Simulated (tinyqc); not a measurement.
Which roughness does what: X-ray reflectivity of a thin film on silicon: critical angles, Parratt recursion, fringes and roughness. Computed by tinyqc, a small Python program. Command: `OMP_NUM_THREADS=1 python tinyqc.py 3121498 3121499 out.jsonl xrr walk`. One thread of a shared host (Intel(R) Xeon(R) Processor @ 2.30GHz), about 0.01 s of CPU time with the checks.

n = 1 - delta + i beta; the classical electron radius is r_e = 2.8179403e-6 nm. Layer 0 is vacuum, 1 the film, 2 the substrate.

Inputs (values chosen for the exercise, modelled on Si3N4 on silicon, copper K-alpha radiation):

| quantity | value | unit |
|---|---|---|
| wavelength lambda | 0.15406 | nm |
| film density rho | 2.89 | g/cm^3 |
| effective electrons per unit mass, film | 0.498 | mol/g |
| beta/delta, film | 0.018 | - |
| film thickness d | 16 | nm |
| roughness of the surface sigma_1 | 0.34 | nm |
| roughness of the interface sigma_2 | 0.73 | nm |
| substrate density | 2.33 | g/cm^3 |
| effective electrons per unit mass, substrate | 0.507 | mol/g |
| beta/delta, substrate | 0.023 | - |
| grazing angle theta | 1.18 | degrees |

Constants: N_A = 6.02214076e+23 1/mol.

Method:
- delta = r_e lambda^2 rho_e/(2 pi), rho_e = density x electrons per mass x N_A; critical angle sqrt(2 delta), q_c = 4 sqrt(pi r_e rho_e).
- k_j = (2 pi/lambda) sqrt(sin^2 theta - 2 delta_j + 2 i beta_j); r_ij = (k_i - k_j)/(k_i + k_j) x exp(-2 k_i k_j sigma^2) (Nevot-Croce); r = (r_01 + r_12 p)/(1 + r_01 r_12 p), p = exp(2 i k_1 d); R = |r|^2.
- Far above the critical angle the period is d theta = lambda/(2 d), or 2 pi/d in q; the envelope runs between (|r_01| - |r_12 p|)^2 and (|r_01| + |r_12 p|)^2; contrast = 2 a b/(a^2 + b^2) with a = |r_01|, b = |r_12 p|; roughness factors on the amplitudes are about exp(-q^2 sigma^2/2).
- R is averaged over one period above each angle (64 points); contrast = (max - min)/(max + min) of R theta^4 over that period. Cases: smooth; only sigma_1; only sigma_2; both.

period in theta = 0.275843 degrees

Constants:

| layer | rho_e (1/nm^3) | delta | beta | critical angle (degrees) | q_c (1/nm) |
|---|---|---|---|---|---|
| film | 866.719 | 9.22592e-06 | 1.66067e-07 | 0.246118 | 0.350380 |
| substrate | 711.402 | 7.57263e-06 | 1.74170e-07 | 0.222977 | 0.317437 |

Mean R and contrast:

| theta (degrees) | R smooth | contrast | R, sigma_1 | contrast, sigma_1 | R, sigma_2 | contrast, sigma_2 | R, both | contrast, both |
|---|---|---|---|---|---|---|---|---|
| 0.8 | 3.3619e-04 | 0.34318 | 2.7808e-04 | 0.35165 | 3.3445e-04 | 2.2407e-01 | 2.7624e-04 | 0.22103 |
| 1.2 | 8.3534e-05 | 0.35156 | 5.7693e-05 | 0.46082 | 7.9947e-05 | 1.4467e-01 | 5.4203e-05 | 0.21877 |
| 1.8 | 1.7682e-05 | 0.34838 | 7.8971e-06 | 0.55195 | 1.6986e-05 | 5.6658e-02 | 7.2342e-06 | 0.15085 |
| 2.5 | 4.9956e-06 | 0.34678 | 1.1258e-06 | 0.76236 | 4.8451e-06 | 1.0313e-02 | 9.7373e-07 | 0.16089 |
| 3.5 | 1.3542e-06 | 0.34656 | 9.8049e-08 | 0.97460 | 1.3287e-06 | 3.7718e-04 | 6.1895e-08 | 0.22710 |

What does the comparison show, and why?

At 2.5 degrees sigma_1 alone multiplies the mean R by 0.23 and sigma_2 alone by 0.97; the contrast goes from 0.35 (smooth) to 0.76 and 0.01.
